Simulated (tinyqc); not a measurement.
Worked calculation: Cahn-Hilliard equation on a periodic one-dimensional grid. Computed by tinyqc, a small Python program that keeps every step. Command: `OMP_NUM_THREADS=1 python tinyqc.py 3001748 3001749 out.jsonl cahn walk`. One thread of a shared host (Intel(R) Xeon(R) Processor @ 2.30GHz), about 0.06 s of CPU time with the checks. Intermediate numbers are printed to about 6 digits and carried at full precision; extremes and crossings named in words are read from the listed rows.

Free energy F = h sum_j [A (c_j^2 - 1)^2/4 + (kappa/2) ((c_(j+1) - c_j)/h)^2]; dc/dt = Lap(mu), mu = A (c^3 - c) - kappa Lap(c), Lap(y)_j = (y_(j+1) - 2 y_j + y_(j-1))/h^2, mobility 1; the grid has n = 12 points.

Inputs (values chosen for the exercise, in reduced units): spacing h = 1.4; well depth A = 0.84; gradient coefficient kappa = 1.5; mean composition c0 = 0.0071; noise amplitude = 0.05; time step dt = 0.11; end time = 100.

Scheme: explicit Euler.

## Linear stability

f'' = A (3 c0^2 - 1). Mode m has lambda_m = (4/h^2) sin^2(pi m/n) and the rate w_m = -lambda_m (f'' + kappa lambda_m). In the continuum the fastest wavelength is 2 pi sqrt(2 kappa/|f''|) with the rate f''^2/(4 kappa). Explicit steps near c = +-1, where f'' = 2A, are stable for dt < 2/(16 kappa/h^4 + 8 A/h^2).

f'' = -0.839873

Modes of the grid:
```
m  lambda_m       w_m
1   0.13671   0.08678
2   0.51020   0.03804
3   1.02041  -0.70484
4   1.53061  -2.22864
5   1.90411  -3.83923
6   2.04082  -4.53337
```

fastest wavelength = 11.8750

largest rate = 0.117564

explicit limit of dt = 0.206698

2 mode(s) grow; the fastest on the grid is m = 1, while the box holds 1.41 fastest wavelengths. dt is 0.53 of the explicit limit.

## The first step

random numbers: [0.729, 0.525, 0.955, -0.958, 0.283, 0.780, 0.330, -0.466, -0.258, -0.706, 0.436, 0.524]

Start: c_j = c0 + amplitude x (z_j - mean of z). c(new) = c + dt Lap(mu).

c at the start: [0.0344917, 0.0242917, 0.0457917, -0.0498583, 0.0121917, 0.0370417, 0.0145417, -0.0252583, -0.0148583, -0.0372583, 0.0198417, 0.0242417]

mu at the start: [-0.0132880, -0.0446532, 0.0512713, -0.0789119, 0.0182299, 0.0051649, 0.0010274, -0.0172149, 0.0375803, -0.0295883, 0.0236712, -0.0248281]

c after one step: [0.0320837, 0.0314355, 0.0331020, -0.0371003, 0.0060066, 0.0375427, 0.0137501, -0.0211593, -0.0217032, -0.0304996, 0.0141307, 0.0276112]

F at the start = 3.53220

F after one step = 3.52909

## The run

Run to the end time; break off if |c| exceeds 3 or F has risen by more than 1e-9 in more than 30 steps. Domains = stretches with c > c0.

Course:
```
step      t        F      min c     max c  domains
0      0.00  3.53220  -0.049858  0.045792        2
18     1.98  3.52627  -0.034852  0.046290        2
45     4.95  3.52538  -0.041418  0.055840        2
91    10.01  3.52248  -0.059743  0.073521        2
136   14.96  3.51593  -0.085811  0.097688        1
182   20.02  3.50048  -0.124158  0.132618        1
273   30.03  3.38895  -0.252930  0.246946        1
364   40.04  2.96024  -0.469242  0.475541        1
500   55.00  2.14139  -0.842165  0.844347        1
636   69.96  2.07021  -0.935595  0.938506        1
773   85.03  2.06917  -0.944332  0.947380        1
909   99.99  2.06886  -0.944693  0.947825        1
```

c at the end: [0.863346, 0.947825, 0.926167, 0.762009, 0.251429, -0.511959, -0.855632, -0.944693, -0.921682, -0.748379, -0.217942, 0.534711]

F at the end = 2.06886

steps in which F rose = 0

F never rises by more than 1e-9 in a step. The count of domains goes from 2 in the noise to 1 at the end, and c spans -0.945 to 0.948.

## Interfaces

Continuum wall between c = -1 and +1: c = tanh(x/w), w = sqrt(2 kappa/A), energy s = (2/3) sqrt(2 kappa A). With two walls per domain, the estimate of F at the end is 2 x domains x s. Volume fraction of the +1 phase by the lever rule: (1 + c0)/2.

wall half width w = 1.88982

wall energy s = 1.05830

estimate of F = 2.11660

volume fraction = 0.50355

w/h = 1.34987

The run ends at F = 2.0689, 0.98 of the estimate: the walls are well formed.

Checks made by the program: conservation of the mean (relative difference below 1e-10).
